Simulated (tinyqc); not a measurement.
# Pelgrom slope, floor and doping from two device sizes

Inverse problem. s^2 = A^2/(L W) + s0^2, with s0 independent of size and A = (q/Cox) sqrt(Na Wd/3) from random dopants alone, Cox = 3.9 eps0/ti. Find A, s0 and Na.

Values chosen for this exercise:

| symbol | value | unit | meaning |
|---|---|---|---|
| ti | 0.9 | nm | oxide-equivalent thickness in inversion |

Constants: q = 1.602176634e-19 C, eps0 = 8.8541878128e-14 F/cm where lengths are in cm. Results are converted to the units shown.

s for gate areas 0.012 and 0.37 um^2 (mV): [4.95192719, 3.46126793]
Wd = 43.8683778 nm

Answer. s^2 is linear in 1/area: slope A^2, intercept s0^2.

A = 0.3944 mV um
s0 = 3.400 mV
Na = 6.100e17 cm^-3

tinyqc, about 0.01 s, one thread, Intel Xeon 2.30GHz (shared host): `OMP_NUM_THREADS=1 python tinyqc.py 2090059 2090060 out.jsonl`
